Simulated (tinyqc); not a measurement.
# Graded p-n junction, non-linear Poisson equation by Newton steps: two studies

One dimension, p side on the left, n side on the right; net doping C = (Nd - Na)/2 + ((Nd + Na)/2) tanh(x/Lg). The potential psi is counted from the intrinsic level, and the quasi-Fermi potentials are flat: 0 for holes and -V for electrons, so n = ni exp((psi + V)/Vt) and p = ni exp(-psi/Vt) (Boltzmann statistics, full ionisation, no current). Under reverse bias this makes the minority densities vanishingly small everywhere; they play no part in the charge.

Parameters, values chosen for the exercise; band and dielectric values close to those of silicon: temperature T = 300 K; band gap Eg = 1.14 eV; relative permittivity eps_r = 11.8; conduction-band density of states at T Nc = 2.8e19 cm^-3; valence-band density of states at T Nv = 2.64e19 cm^-3; acceptor density of the p side Na = 9.3e16 cm^-3; donor density of the n side Nd = 1.1e17 cm^-3; bias of the p side against the n side V = -1.3 V; grading length Lg = 100 nm.

Constants: q = 1.602176634e-19 C, kB = 1.380649e-23 J/K, Vt = kB T/q, eps0 = 8.8541878128e-14 F/cm where lengths are in cm. Results are converted to the units shown.

Each table varies one quantity; the others keep the values above.

## Capacitance and field against bias

The Poisson equation d/dx(eps0 eps_r dpsi/dx) = -q (p - n + C) is solved on a mesh of more than 1000 nodes that ends in neutral material (psi_p = -Vt ln(Na/ni), psi_n = Vt ln(Nd/ni) - V). C_j = q d/dV of the integral of p over x, from the linearised equation. ni = sqrt(Nc Nv) exp(-Eg/(2 Vt)), Eg in volts. Depletion approximation: Vbi = Vt ln(Na Nd/ni^2), W = sqrt(2 eps0 eps_r (Vbi - V)(1/Na + 1/Nd)/q), xp = W Nd/(Na + Nd), xn = W Na/(Na + Nd), peak field 2 (Vbi - V)/W, capacitance eps0 eps_r/W. The last column applies it to an abrupt Na-Nd junction.

Capacitance and field against bias:
```
V (V)  peak |E| (kV/cm)  C_j (nF/cm^2)  1/C_j^2 (cm^4/uF^2)  eps0 eps_r/C_j (nm)  abrupt depletion C (nF/cm^2)
0                 62.72          54.98                330.8                190.0                         70.41
-1.43             122.5          36.63                745.5                285.3                         43.00
-2.86             167.5          29.92                 1117                349.1                         33.71
-4.29             205.6          26.05                 1473                401.1                         28.64
-5.71             239.2          23.43                 1821                445.8                         25.36
-7.14             269.9          21.48                 2167                486.4                         22.97
-8.57             298.2          19.96                 2511                523.5                         21.16
-10               324.6          18.72                 2853                558.1                         19.72
```

What does the comparison show?

With V going from 0 to -10 V, C_j falls from 55.0 to 18.7 nF/cm^2 and the peak field rises from 62.7 to 325 kV/cm. The slope of 1/C_j^2, read as N = 2/(q eps0 eps_r |slope|), gives 4.12e16 cm^-3 between the first two rows and 4.99e16 cm^-3 between the last two, against Na Nd/(Na + Nd) = 5.04e16 cm^-3; it is not a straight line, so no single doping describes it. At the end C_j goes as (Vbi - V)^(-0.45) with Vbi = 0.851 V, and it is 5.0 % below the abrupt depletion formula (at the first row 22 % below it).

## Effect of the grading length

Same model as above.

The abrupt values quoted are those of these depletion formulas.

Effect of the grading length:
```
Lg (nm)  peak |E| (kV/cm)  C_j (nF/cm^2)  eps0 eps_r/C_j (nm)
12                    168           44.6                  234
18                    163           44.4                  235
25                    157           44.0                  237
35                    149           43.3                  241
50                    140           41.9                  249
71                    129           40.0                  261
100                   118           37.5                  278
```

As Lg grows from 12 to 100 nm, the peak field falls from 168 to 118 kV/cm and C_j falls from 44.6 to 37.5 nF/cm^2. The abrupt depletion formulas give 182 kV/cm and W = 236 nm; the first row's field is 7.8 % below that and the last row's 35 % below it. The same voltage drops over a longer distance, so the field falls.

Computed by the program tinyqc: `OMP_NUM_THREADS=1 python tinyqc.py 2000036 2000037 out.jsonl`, one thread of a shared Intel Xeon 2.30GHz, about 0.04 s for the whole run.
